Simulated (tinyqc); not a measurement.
Inside a calculation. Model: frequency dispersion of an accumulation capacitance by border traps, distributed model.

Computed by the program tinyqc: `OMP_NUM_THREADS=1 python tinyqc.py 2202029 2202030 out.jsonl`, one thread of a shared Intel Xeon 2.30GHz, about 0.7 s for the whole run. Printed values are rounded.

Traps spread evenly through the insulator exchange electrons with the semiconductor by tunnelling, with tau(x) = t0 exp(2 ka x) at depth x from the interface. The admittance per area Y seen at depth x obeys dY/dx = -Y^2/(i w eps0 eox) + q Nb ln(1 + i w tau)/tau, with Y(0) = i w Cs and w = 2 pi f; the gate sees Y(tox) = G + i w C. Working variable y = Y/(i w), in uF/cm^2. Cox = eps0 eox/tox.

Parameters, values chosen for the exercise; permittivity close to that of aluminium oxide: relative permittivity of the insulator eox = 8.43; insulator thickness tox = 11 nm; semiconductor capacitance in accumulation Cs = 4.1 uF/cm^2; density of border traps Nb = 1.4e20 cm^-3 eV^-1; decay constant of the wave function in the insulator ka = 3.7 1/nm; time constant of a trap at the interface t0 = 7e-10 s; frequency f = 10000 Hz; depth down to which the steps are taken xe = 2 nm.

Constants: q = 1.602176634e-19 C, eps0 = 8.8541878128e-14 F/cm where lengths are in cm. Results are converted to the units shown.

## Scales and lumped estimate

Cox; trap-free value 1/(1/Cox + 1/Cs); response depth d = ln(1/(w t0))/(2 ka), where w tau = 1; lumped estimate: all traps within d act as C_bt = q Nb d placed at d/2, so C = 1/{1/[1/(1/Cs + d/(2 eps0 eox)) + C_bt] + (tox - d/2)/(eps0 eox)}.

Cox = 0.678553 uF/cm^2
trap-free C = 0.582199 uF/cm^2
d = 1.35564 nm
C_bt = 3.04076 uF/cm^2
lumped C = 0.645663 uF/cm^2

The traps within reach amount to 0.742 Cs and lie in the first 12.3 % of the insulator.

## Midpoint steps through the active depth

In terms of y: dy/dx = -y^2/(eps0 eox) + s(x), s = q Nb ln(1 + z)/z, z = i w tau. 8 midpoint steps of h = xe/8: y_half = y + (h/2) y'(x, y), y(new) = y + h y'(x + h/2, y_half).

```
point,x (nm),s (uF/(cm^2 nm)),y (uF/cm^2)
0,0,2.24305-0.00005i,4.10000+0.00000i
1,0.25,2.24305-0.00031i,4.09804-0.00003i
2,0.5,2.24304-0.00200i,4.09655-0.00021i
3,0.75,2.24295-0.01269i,4.09541-0.00135i
4,1,2.23919-0.08049i,4.09439-0.00859i
5,1.25,2.10361-0.46598i,4.08787-0.05386i
6,1.5,0.95555-0.86634i,3.94946-0.23099i
7,1.75,0.18382-0.35383i,3.57648-0.30522i
8,2,0.02977-0.09086i,3.21419-0.28041i
```

## Capacitance and conductance at the gate

y at xe = 3.21419-0.28041i uF/cm^2

Beyond xe the traps are ignored, so 1/y(tox) = 1/y(xe) + (tox - xe)/(eps0 eox); C = Re y, G/w = -Im y, loss tangent G/(w C).

y at the gate = 0.660055-0.011740i uF/cm^2
C = 0.660055 uF/cm^2
G/w = 0.0117397 uF/cm^2
loss tangent = 0.0177860

A fine integration over the whole insulator gives C = 0.66079 and G/w = 0.01241 uF/cm^2; the coarse G/w is 5.4 % below that. The fine C is 13 % above the trap-free value, and the lumped estimate is 2.3 % below the fine result.
